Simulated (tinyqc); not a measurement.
From results back to parameters: special k points of the hexagonal lattice. Three cases, with inputs chosen for the exercise.

Problem. E(k) = -sqrt(D^2 + (e0 - t A_1(k))^2) with A_1 = 6 at Gamma and A_1 = -2 at b1/2; t > 0 and D > 0 are hidden.

Find: t; D.

Method. The difference of the squares is 32 t^2 - 16 e0 t; it is positive, so the quadratic has one positive root t; D^2 follows from either energy.

Case 1.

Values chosen: e0 = 1.06 eV (offset).
E at Gamma = -3.372907 eV
E at b1/2 = -3.020546 eV

Solution.

t = 0.640 eV
D = 1.910 eV

Case 2.

Values chosen: e0 = 0.93 eV (offset).
E at Gamma = -3.452101 eV
E at b1/2 = -3.228157 eV

Solution.

t = 0.550 eV
D = 2.510 eV

Case 3.

Values chosen: e0 = 1.57 eV (offset).
E at Gamma = -3.682458 eV
E at b1/2 = -3.390649 eV

Solution.

t = 0.860 eV
D = 0.820 eV

Computed by tinyqc, one run a case: `OMP_NUM_THREADS=1 python tinyqc.py N N+1 out.jsonl` with N = 1652047, 1680859, 1680949; one thread of a shared Intel(R) Xeon(R) Processor @ 2.30GHz, about 0.1 s a run at most.
